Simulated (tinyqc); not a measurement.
Threshold of a short bulk MOSFET: charge sharing, barrier lowering, narrow width: two steps of the calculation.

n-channel device on a p-type body, depletion approximation, full ionisation. Uniform doping N = Na. Vbi from Boltzmann statistics is rough for the degenerate source. Cox = eps0 eox/tox.

Inputs (values chosen for the exercise); band and dielectric values close to those of silicon: temperature T = 400 K; band gap Eg = 1.14 eV; relative permittivity eps_r = 11.8; conduction-band density of states at T Nc = 4.39e19 cm^-3; valence-band density of states at T Nv = 4.08e19 cm^-3; relative permittivity of the gate insulator (close to silicon nitride) eox = 7.47; insulator thickness tox = 7.1 nm; channel doping Na = 1.2e18 cm^-3; source and drain doping Nsd = 1e20 cm^-3; flat-band voltage for the doping Na Vfb = -0.91 V; junction depth xj = 33 nm; body-source voltage Vbs = -1 V; drain-source voltage Vds = 0.05 V; gate width W = 180 nm; shape factor of the fringing depletion at the width edges xw = 0; channel length L = 280 nm.

Constants: q = 1.602176634e-19 C, kB = 1.380649e-23 J/K, Vt = kB T/q, eps0 = 8.8541878128e-14 F/cm where lengths are in cm. Results are converted to the units shown.

Problem 1. Long-channel threshold and scales. ni = sqrt(Nc Nv) exp(-Eg/(2 Vt)), Eg in volts; 2 pB = 2 Vt ln(N/ni); flat band Vfb - Vt ln(N/Na); Wd = sqrt(2 eps0 eps_r (2 pB - Vbs)/(q N)); body term q N Wd/Cox; long-channel VT0 = flat band + 2 pB + body term; Vbi = Vt ln(N Nsd/ni^2); scale length l = sqrt((eps_r/eox) tox Wd).

Give: N; 2 pB; flat band; Wd; body term; VT0; Vbi; l.

Solution 1.

N = 1.2000e18 cm^-3
2 pB = 0.89437 V
flat band = -0.91000 V
Wd = 45.375 nm
body term = 0.93648 V
VT0 = 0.92085 V
Vbi = 1.0468 V
l = 22.559 nm

Problem 2. Short-channel and narrow-width shifts. Charge sharing (trapezoid; it ignores Vds): F = (xj/L)(sqrt(1 + 2 Wd/xj) - 1), lowering = body term times F. Barrier lowering: th = exp(-L/(2 l)) + 2 exp(-L/l), lowering = th [2 (Vbi - 2 pB) + Vds], DIBL = th. Narrow width: rise = body term times xw Wd/W. VT by each model = VT0 - lowering + rise.

2 pB = 0.89437314 V
Wd = 45.375070 nm
body term = 0.93647884 V
VT0 = 0.92085198 V
Vbi = 1.0468258 V
l = 22.558932 nm

Wanted: F; lowering by charge sharing; th; lowering of the barrier; DIBL; narrow-width rise; VT, charge sharing; VT, barrier lowering.

Solution 2.

F = 0.11037
lowering by charge sharing = 103.36 mV
th = 0.0020255
lowering of the barrier = 0.71886 mV
DIBL = 2.0255 mV/V
narrow-width rise = 0 mV
VT, charge sharing = 0.81749 V
VT, barrier lowering = 0.92013 V

L is 12.4 scale lengths. The charge-sharing lowering is 144 times the barrier lowering; the first falls off as 1/L and the second exponentially. Both describe the same loss of gate control, so they are alternatives and are not added.

Program tinyqc, `OMP_NUM_THREADS=1 python tinyqc.py 2002004 2002005 out.jsonl`; Intel Xeon 2.30GHz, shared host, one thread, about 0.01 s.
